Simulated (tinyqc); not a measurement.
Resistance of a tapered via with liner, size effect and interface: two steps of the calculation.

A round via whose diameter grows from db at the bottom as D(z) = db + 2 z/tan(ang). The fill, of diameter D - 2 tl, starts above the bottom liner (thickness fb tl) and has rho = rho0 (1 + ks lam/(D - 2 tl)); the sidewall liner conducts in parallel with it. The bottom liner and the interface are crossed over the full area pi db^2/4. Spreading in the lines above and below is left out.

Parameters, values chosen for the exercise; fill metal close to ruthenium: diameter at the bottom db = 21 nm; height hv = 29 nm; sidewall angle ang = 89 degrees; bulk resistivity of the fill rho0 = 7.62 uohm cm; mean free path of the fill lam = 6.69 nm; size-effect factor ks = 0.7; liner on the sidewall tl = 0.5 nm; liner at the bottom over that on the sidewall fb = 0.5; resistivity of the liner rl = 490 uohm cm; interface resistivity at the bottom ri = 2.6e-12 ohm cm^2; ballistic conductance per area, about 3/(4 rho0 lam) Sb = 1.5e15 S/m^2.

Task 1. Slices of the via. Slices between z0 = fb tl and hv, evaluated at their midpoints: conductance per length pi/4 [(D - 2 tl)^2/rho + (D^2 - (D - 2 tl)^2)/rl], slice resistance = slice height over that. 8 slices.

Find: z; D; rho; slice resistance.

Result 1.

```
slice  z (nm)  D (nm)  rho (uohm cm)  slice resistance (ohm)
0       2.047   21.07          9.398                   1.065
1       5.641   21.20          9.387                   1.051
2       9.234   21.32          9.376                   1.037
3       12.83   21.45          9.365                   1.023
4       16.42   21.57          9.355                   1.009
5       20.02   21.70          9.344                  0.9961
6       23.61   21.82          9.334                  0.9830
7       27.20   21.95          9.323                  0.9702
```

Task 2. Total resistance. R_fill = sum of the slices; R_bottom = rl fb tl/(pi db^2/4); R_interface = ri/(pi db^2/4); ballistic (Sharvin) limit 1/(Sb pi (db - 2 tl)^2/4); ideal cylinder rho0 hv/(pi db^2/4).

slice resistance, slice 0 to 7 (ohm): 1.0653194  1.0509046  1.0367783  1.0229328  1.0093609  0.99605535  0.98300935  0.97021620

Wanted: parts; R; shares; ballistic limit; ideal cylinder.

Result 2.

parts (ohm): fill 8.135, bottom liner 3.537, interface 0.7507
R = 12.42 ohm
shares (%): fill 65.49, bottom liner 28.47, interface 6.04
ballistic limit = 2.122 ohm
ideal cylinder = 6.380 ohm

The fill is the largest part, and R is 1.95 times the ideal cylinder. With 2000 slices R = 12.422 ohm.

Program tinyqc, `OMP_NUM_THREADS=1 python tinyqc.py 2750002 2750003 out.jsonl`; Intel Xeon 2.30GHz, shared host, one thread, about 0.01 s.
